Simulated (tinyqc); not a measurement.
FCI on RHF in the sto-6g basis, for H3-, spin multiplicity 1, step by step. The basis has no diffuse functions, so it cannot describe the extra electron: this is an exercise in the method, not the real anion. One step of it, computed by the program tinyqc.

Question. FCI: determinants and Hamiltonian. Slater-Condon rules over spin orbitals, with the nuclear repulsion added and E(HF) subtracted on the diagonal. Only determinants linked to the reference directly or through others are kept (one block of an abelian symmetry group), so some states are absent.

one-electron integrals over orbitals h = C^T H C (hartree):
$$\begin{pmatrix}
-1.426123 & 0.000000 & -0.125420 \\
0.000000 & -1.108660 & 0.000000 \\
-0.125420 & 0.000000 & -0.817356
\end{pmatrix}$$

Two-electron integrals over orbitals (pq|rs), unique and non-zero (hartree):
```
(11|11) 0.524484    (21|21) 0.162280    (22|11) 0.463179    (22|22) 0.517069
(31|11) 0.077474    (31|22) -0.048128   (31|31) 0.140451    (32|21) -0.144201
(32|32) 0.145893    (33|11) 0.547682    (33|22) 0.481561    (33|31) 0.092650
(33|33) 0.600233
```

nuclear repulsion = 1.16971090 hartree

Hartree-Fock energy = -1.33014554 hartree

Give: determinants; H - E(HF) between determinants.

Answer.

Occupation strings over the orbitals (2 doubly, a alpha, b beta, 0 empty; spin orbitals ordered 1a 1b 2a 2b ...): 220 a2b b2a 202 022

H - E(HF) between determinants (hartree), order 220, a2b, b2a, 202, 022:
$$\begin{pmatrix}
0.0000 & 0.0000 & 0.0000 & 0.1459 & 0.1405 \\
0.0000 & 0.6851 & -0.1405 & 0.1442 & 0.0152 \\
0.0000 & -0.1405 & 0.6851 & -0.1442 & -0.0152 \\
0.1459 & 0.1442 & -0.1442 & 1.0474 & 0.1623 \\
0.1405 & 0.0152 & -0.0152 & 0.1623 & 1.3996
\end{pmatrix}$$
